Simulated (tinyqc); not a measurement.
What a faster ramp buys: rapid thermal processing of a wafer: radiative balance, ramp and cooling, pattern effects, pyrometer error and spike budget. Computed by tinyqc, a small Python program. Command: `OMP_NUM_THREADS=1 python tinyqc.py 3111459 3111460 out.jsonl rtp walk`. One thread of a shared host (Intel(R) Xeon(R) Processor @ 2.30GHz), about 0.04 s of CPU time with the checks.

The wafer is opaque and uniform through its thickness unless said otherwise; temperatures in formulas are in kelvin (C + 273.15). sigma = 5.670374419e-12 W/(cm^2 K^4).

Inputs (values chosen for the exercise, modelled on a hot silicon wafer):
```
quantity                                              value         unit
wafer thickness d                                       525   micrometre
heat capacity per volume C                             2.17   J/(cm^3 K)
thermal conductivity k                                 0.28     W/(cm K)
emissivity eps of each face                            0.58            -
reflectivity of the chamber walls r                    0.46            -
gas heat-transfer coefficient h, both faces together   0.85  mW/(cm^2 K)
wall temperature T_w                                    700            K
process temperature                                     677            C
starting temperature                                    400            C
ramp rate                                                50          K/s
activation energy of the process E_a                   3.46           eV
```

Constants: k_B = 8.617333262e-05 eV/K.

Method:
- Effective emissivity between parallel grey plates: eps_eff = 1/(1/eps + 1/(1 - r) - 1). Loss per area q(T) = 2 eps_eff sigma (T^4 - T_w^4) + h (T - T_w).
- Absorbed power during a ramp = q(T) + C d x ramp rate; thermal time constant tau = C d/(dq/dT), dq/dT = 8 eps_eff sigma T^3 + h; natural cooling rate q/(C d); front-to-back difference under one-sided heating at the end of the ramp = (absorbed power) d/(2 k).
- Cooling with the lamps off: C d dT/dt = -q(T), integrated adaptively (relative tolerance 1e-10).
- Spike anneal: linear ramp to the peak, then lamps off. Equivalent time at the peak = int exp(-(E_a/k_B)(1/T - 1/T_peak)) dt; estimate (k_B T^2/E_a)(1/ramp rate + 1/cooling rate). The ramp part uses 4000 trapezoid steps, the cooling part 4000 steps over 4 tau.

time constant tau = 7.14019 s

holding power q = 2.74371 W/cm^2

natural cooling rate = 24.0834 K/s

Against the ramp rate:
```
ramp (K/s)  ramp part (s)  cooling part (s)  total (s)  power at the peak (W/cm^2)
10                 2.1489            1.0237     3.1726                        3.88
25                 0.8596            1.0237     1.8833                        5.59
50                 0.4298            1.0237     1.4535                        8.44
100                0.2149            1.0237     1.2386                       14.14
250                0.0860            1.0237     1.1097                       31.22
500                0.0430            1.0237     1.0667                       59.71
1000               0.0215            1.0237     1.0452                      116.67
```

What follows from these numbers?

From 10 to 100 K/s the total falls by a factor 2.6, from 100 to 1000 K/s by 1.19: the cooling part, 1.02 s, is a floor, and the natural cooling rate here is 24.1 K/s.

Extremes, crossings and ranges named in words are read from the listed rows.
